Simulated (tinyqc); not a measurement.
# Polarisation charge from two barrier thicknesses

Problem. VT = phiB - dEc - q sigma d/(eps0 eps_r). Find sigma, phiB - dEc and the thickness at which VT = 0.

Values chosen for this exercise: relative permittivity of barrier and channel eps_r = 9.3.

Constants: q = 1.602176634e-19 C, eps0 = 8.8541878128e-14 F/cm where lengths are in cm. Results are converted to the units shown.

VT for d = 15 and 25 nm (V): [-3.1180682, -5.7447804]

Answer. VT is linear in d.

sigma = 1.350e13 cm^-2
phiB - dEc = 0.8220 V
thickness for VT = 0 = 3.129 nm

Numbers from tinyqc (`OMP_NUM_THREADS=1 python tinyqc.py 2570114 2570115 out.jsonl`; about 0.01 s on one thread of a shared Intel Xeon 2.30GHz).
